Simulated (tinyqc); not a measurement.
Sweep of a uniaxial [110] stress: deformation-potential model of the L valleys of a conduction band.

Valleys with axes along [111], [1-1-1], [-11-1] and [-1-11], one whole valley each. Herring-Vogt shift of a valley with unit axis a: dE = Xd tr(e) + Xu a.e.a. Non-degenerate shares n_i = exp(-dE_i/kT)/sum_j exp(-dE_j/kT). Inverse mass tensor of a valley: (1 - a a)/mt + a a/ml; the masses are taken as independent of strain.

s11 = (C11 + C12)/((C11 - C12)(C11 + 2 C12)), s12 = -C12/((C11 - C12)(C11 + 2 C12)), s44 = 1/C44; exx = s11 sxx + s12 (syy + szz) and cyclic, exy = s44 sxy/2; tension is positive. A uniaxial stress X along the unit vector n is s_ij = X n_i n_j.

Constants: kB = 8.617333262e-05 eV/K.

Inputs chosen for the exercise (near those of Ge; the results hold for these values, not for the real material): ml = 1.649 m0 (longitudinal mass); mt = 0.082 m0 (transverse mass); Xd = -6.7 eV (dilation potential); Xu = 15.88 eV (uniaxial potential); C11 = 128.2 GPa; C12 = 48.6 GPa; C44 = 67.2 GPa; load = uniaxial [110] (kind of stress); T = 300 K (temperature).

m_c = 1/(u.M.u) along [110] with M = sum_i n_i (inverse mass tensor); gain against zero stress at a fixed scattering time.

Results:
```
X (GPa)  spread (meV)  lowest edge (meV)  n [111]  n [1-1-1]  n [-11-1]  n [-1-11]  m_c (m0)  gain (%)
-1.00            78.8              -33.1    0.477      0.023      0.023      0.477    0.2075     -42.2
-0.50            39.4              -16.6    0.411      0.089      0.089      0.411    0.1709     -29.8
-0.20            15.8               -6.6    0.324      0.176      0.176      0.324    0.1391     -13.7
0.00              0.0                0.0    0.250      0.250      0.250      0.250    0.1200       0.0
0.20             15.8               -9.1    0.176      0.324      0.324      0.176    0.1056      13.7
0.50             39.4              -22.8    0.089      0.411      0.411      0.089    0.0925      29.8
1.00             78.8              -45.6    0.023      0.477      0.477      0.023    0.0844      42.2
```

What does the comparison show, and why?

Along [110] the gain is -42.2 % at -1.00 GPa and +42.2 % at 1.00 GPa. The slope at zero stress (from +/- 0.001 GPa), +70.6 % per GPa, carried to the ends would give -71 and +71 %; the response falls behind at both ends, as it saturates once the spread passes a few kT (kT = 25.9 meV, spread up to 79 meV).

Program tinyqc; command `OMP_NUM_THREADS=1 python tinyqc.py 1050849 1050850 out.jsonl`; about 0.02 s on one thread of a shared Intel(R) Xeon(R) Processor @ 2.30GHz.
